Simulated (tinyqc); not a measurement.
sp3s* tight binding: one step. Phase sums. Three cases, with inputs chosen for the exercise.

Question. Form g0 to g3 at this k.

sp3s* tight binding, nearest neighbours only: anion (a) at 0, cation (c) at a/4 (1,1,1), orbitals s, px, py, pz, s* on each; k in units of 2 pi/a. With phases e_j = exp(i (pi/2) k.n_j) for n = (1,1,1), (1,-1,-1), (-1,1,-1), (-1,-1,1): g0 = (e1+e2+e3+e4)/4, g1 = (e1+e2-e3-e4)/4, g2 = (e1-e2+e3-e4)/4, g3 = (e1-e2-e3+e4)/4. The diagonal holds the levels Esa, Epa, Exa (s*) and Esc, Epc, Exc. Anion-cation block: <sa|sc> = Vss g0; <sa|xc> = Vsapc g1; <xa|sc> = -Vscpa g1; <xa|xc> = Vxx g0; <xa|yc> = <ya|xc> = Vxy g3, <xa|zc> = <za|xc> = Vxy g2, <ya|zc> = <za|yc> = Vxy g1; <s*a|xc> = Vxapc g1; <xa|s*c> = -Vpaxc g1; y and z take g2 and g3 in place of g1; s-s* and s*-s* vanish.

Give: g0, g1, g2, g3.

Case 1.

Values chosen (out of a larger set: near a published set for GaSb, fitted to gaps, whose masses and valley positions are rough; not measured data): k = (0.61, 0.28, 0.16) 2 pi/a (wave vector).

Answer.

g0, g1, g2, g3: [0.50393-0.08663i, -0.06089+0.71703i, -0.18410+0.23713i, -0.33741+0.12939i]

Case 2.

Values chosen (out of a larger set: near a published set for Si, fitted to gaps, whose masses and valley positions are rough; not measured data): k = (0.57, 0.57, 0) 2 pi/a (wave vector).

Answer.

g0, g1, g2, g3: [0.39093, 0.48796i, 0.48796i, -0.60907]

Case 3.

Values chosen (out of a larger set: near a published set for AlAs, fitted to gaps, whose masses and valley positions are rough; not measured data): k = (0.13, 0.13, 0) 2 pi/a (wave vector).

Answer.

g0, g1, g2, g3: [0.95888, 0.19857i, 0.19857i, -0.04112]

Computed by tinyqc, one run a case: `OMP_NUM_THREADS=1 python tinyqc.py N N+1 out.jsonl` with N = 1450678, 1450758, 1450776; one thread of a shared Intel(R) Xeon(R) Processor @ 2.30GHz, about 0.1 s a run at most.
